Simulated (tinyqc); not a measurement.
Thin-body transistor below threshold, two-dimensional Poisson equation on a small mesh: one step of the calculation.

A thin body on a thick buried insulator of low permittivity, taken as carrying no normal field at the bottom of the body (row 0). Mobile charge is neglected (subthreshold), the body is fully depleted, and potentials are counted from the intrinsic level; rows run upward to the gate, columns from source to drain.

Question. Coefficients of the five-point equations. Mesh: rows i = 0..2 in the semiconductor (step hs = tb/2, row 2 on the interface), then 2 step(s) ho = tox/2 up to the gate row 4; columns j = 0..6 (step hy = L/6). Box integration, divided by eps0: up_i = eps hy/h of the interval above row i, dn_i = that of the interval below (0 for row 0), lat_i = (sum of eps h/2 over the intervals above and below)/hy, s_i = -q Na w_i hy/eps0 with w_i the semiconductor height of the box (hs/2 for row 0 and the interface row, hs between, 0 in the insulator). Each free node obeys (up + dn + 2 lat) psi = up psi(above) + dn psi(below) + lat [psi(left) + psi(right)] + s.

Parameters, values chosen for the exercise; semiconductor permittivity close to that of silicon: relative permittivity of the semiconductor eps_r = 11.7; relative permittivity of the insulator eox = 7.5; body thickness tb = 4 nm; insulator thickness tox = 3.2 nm; channel length L = 42 nm; acceptor density of the depleted body Na = 0 cm^-3.

Constants: q = 1.602176634e-19 C, eps0 = 8.8541878128e-14 F/cm where lengths are in cm. Results are converted to the units shown.

Find: up; dn; lat; s.

Answer.

```
row,up,dn,lat,s (V)
0,40.950,0,1.6714,0
1,40.950,40.950,3.3429,0
2,32.812,40.950,2.5286,0
3,32.812,32.812,1.7143,0
```

Numbers from tinyqc (`OMP_NUM_THREADS=1 python tinyqc.py 2480016 2480017 out.jsonl`; about 0.1 s on one thread of a shared Intel Xeon 2.30GHz).
